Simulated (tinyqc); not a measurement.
## MESFET, gradual channel with velocity saturation: effect of the channel thickness on saturation

A uniformly doped n-type channel, depleted from the top by a Schottky gate; at channel potential V the depleted share of a is u = sqrt((Vbi - Vg + V)/Vp), s at the source. Electrons drift with v = mu E/(1 + mu E/vsat). Abrupt depletion edge, no series resistance, source at 0.

Vbi = phiB - Vt ln(Nc/Nd); Vp = q Nd a^2/(2 eps0 eps_r); G0 = q mu Nd a W/L; Z = mu Vp/(vsat L); s = sqrt((Vbi - Vg)/Vp). I = (G0 Vp/3) F/(1 + Z (u^2 - s^2)), F = 3 (u^2 - s^2) - 2 (u^3 - s^3), with u at V = Vd; Z = 0 gives constant mobility, for which u stops at 1. The current peaks at u = um, the root of (1 - u)(1 + Z (u^2 - s^2)) = Z F/3; beyond Vdsat = Vp (um^2 - s^2) it is held at that value. gm = G0 (um - s)/(1 + Z (um^2 - s^2)).

Inputs (values chosen for the exercise); material values close to those of gallium arsenide: temperature T = 300 K; relative permittivity of the semiconductor eps_r = 13; conduction-band density of states at T Nc = 4.44e17 cm^-3; donor density of the channel Nd = 2.8e17 cm^-3; low-field mobility at this doping mu = 3600 cm^2/(V s); saturation velocity vsat = 1e7 cm/s; gate length L = 0.5 um; gate width W = 200 um; Schottky barrier phiB = 0.81 V; gate voltage Vg = 0 V.

Constants: q = 1.602176634e-19 C, kB = 1.380649e-23 J/K, Vt = kB T/q, eps0 = 8.8541878128e-14 F/cm where lengths are in cm. Results are converted to the units shown.

Result of one run:
```
a (nm)      Z      um  Vdsat (V)  Isat (mA)  Isat for Z = 0 (mA)  gm (mS)
100     14.03  0.7880     0.4120      19.02                124.0    24.11
```

What becomes of these results when the channel thickness a is changed from 100 to 180 nm, all else the same?

Result of the changed run:
```
a (nm)      Z      um  Vdsat (V)  Isat (mA)  Isat for Z = 0 (mA)  gm (mS)
180     45.46  0.5167     0.8876      78.05                 1739    25.36
```

The whole series:
```
a (nm)      Z      um  Vdsat (V)  Isat (mA)  Isat for Z = 0 (mA)  gm (mS)
68      6.488  0.9870    0.07965     0.7957                1.319    12.80
82      9.434  0.8963     0.2545      7.630                28.56    21.67
100     14.03  0.7880     0.4120      19.02                124.0    24.11
120     20.20  0.6940     0.5533      32.95                326.4    24.99
150     31.57  0.5907     0.7321      55.08                862.8    25.36
180     45.46  0.5167     0.8876      78.05                 1739    25.36
```

As a goes from 68 to 180 nm, Vdsat rises from 0.0797 to 0.888 V, Isat rises from 0.796 to 78.1 mA and gm rises from 12.8 to 25.4 mS. Isat is 0.603 of the constant-mobility value in the first row and 0.0449 in the last. At a = 68 nm the open channel at the source, (1 - s) a, is under two Debye lengths, so the abrupt edge is rough. In every row Nd is not small against Nc, so the Boltzmann form of Vbi is rough.

Computed by the program tinyqc: `OMP_NUM_THREADS=1 python tinyqc.py 2500056 2500057 out.jsonl`, one thread of a shared Intel Xeon 2.30GHz, about 0.05 s for the whole run.
